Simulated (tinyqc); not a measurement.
Trap density from one capacitance.

Inverse problem. Traps spread evenly through the insulator exchange electrons with the semiconductor by tunnelling, with tau(x) = t0 exp(2 ka x) at depth x from the interface. The admittance per area Y seen at depth x obeys dY/dx = -Y^2/(i w eps0 eox) + q Nb ln(1 + i w tau)/tau, with Y(0) = i w Cs and w = 2 pi f; the gate sees Y(tox) = G + i w C. Working variable y = Y/(i w), in uF/cm^2. Cox = eps0 eox/tox. Find Nb and G/w.

Inputs (values chosen for the exercise):
```
symbol  value     unit                                               meaning
eox      8.91                         relative permittivity of the insulator
tox        11       nm                                   insulator thickness
Cs       0.81  uF/cm^2             semiconductor capacitance in accumulation
ka        3.6     1/nm  decay constant of the wave function in the insulator
t0      1e-11        s              time constant of a trap at the interface
f         1e6       Hz                                             frequency
```

Constants: q = 1.602176634e-19 C, eps0 = 8.8541878128e-14 F/cm where lengths are in cm. Results are converted to the units shown.

C = 0.39957471 uF/cm^2

Solution. C rises steadily with Nb, so one density matches; in practice ka and t0 must come from the frequency dependence.

Nb = 3.30e18 cm^-3 eV^-1
G/w = 0.00310 uF/cm^2

Computed by the program tinyqc: `OMP_NUM_THREADS=1 python tinyqc.py 2202089 2202090 out.jsonl`, one thread of a shared Intel Xeon 2.30GHz, about 0.5 s for the whole run.
